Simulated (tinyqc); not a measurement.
Which coupling does what: hole subbands of a hard-walled well, four-band Luttinger model.

Hole energies are counted downwards from the unstrained band edge, c = hbar^2/2m0. After the usual block transformation one block is H = [[P + Q - Zs, R - i S], [R + i S, P - Q + Zs]] in (heavy, light), with P +/- Q = c [(g1 +/- g2) k^2 + (g1 -/+ 2 g2) kz^2], R = sqrt(3) c gR k^2, S = 2 sqrt(3) c g3 k kz, kz = -i d/dz; axial approximation gR = (g2 + g3)/2. Zs = b (e_par - e_perp) is the shear part of the strain (the hydrostatic part shifts all levels alike and is left out). Basis sqrt(2/L) sin(n pi z/L), n = 1 to N, for each component: kz^2 gives (n pi/L)^2 and the heavy-light block is R delta_nm - 2 sqrt(3) c g3 k D_nm with D_nm = 4 n m/(L (n^2 - m^2)) for n + m odd, 0 otherwise. The other block has the same levels. The split-off band is left out.

Constants: hbar^2/2m0 = 3.80998211 eV angstrom^2.

Inputs chosen for the exercise (near those of GaAs; the results hold for these values, not for the real material): g1 = 7 (Luttinger gamma1); g2 = 2.07 (gamma2); g3 = 2.95 (gamma3); L = 150 angstrom (well width along [001]); k = 0.0167 1/angstrom (wave vector in the plane).

shear strain energy Zs = 0.056572 eV

N = 20, at the given k. Diagonal: R = S = 0. Along [100] and [110] gR is g2 and g3 instead of their mean.

Cases:

| model |
|---|
| diagonal |
| R alone |
| S alone |
| axial |
| [100] |
| [110] |

Rank the cases by E1, lowest first.

Answer: [110], axial, [100], S alone, R alone, diagonal.

Hole energies (meV):

| model | E1 | E2 | E3 | E4 |
|---|---|---|---|---|
| diagonal | -42.15 | -27.82 | -3.92 | 29.54 |
| R alone | -42.33 | -27.95 | -4.01 | 29.48 |
| S alone | -43.00 | -30.89 | -9.51 | 21.68 |
| axial | -43.18 | -31.01 | -9.60 | 21.62 |
| [100] | -43.12 | -30.97 | -9.57 | 21.64 |
| [110] | -43.24 | -31.06 | -9.63 | 21.60 |

The couplings move E1 by -1.02 meV: R alone by -0.17, S alone by -0.85, so S matters more at k L/pi = 0.80 (R grows as k^2 and joins equal n, S as k and joins n of opposite parity). Warping spreads E1 by 0.12 meV between [100] and [110], the hole being heavier along [110]; the axial value lies between them.

tinyqc: `OMP_NUM_THREADS=1 python tinyqc.py 1280527 1280528 out.jsonl`; about 0.1 s, one thread, shared Intel(R) Xeon(R) Processor @ 2.30GHz.
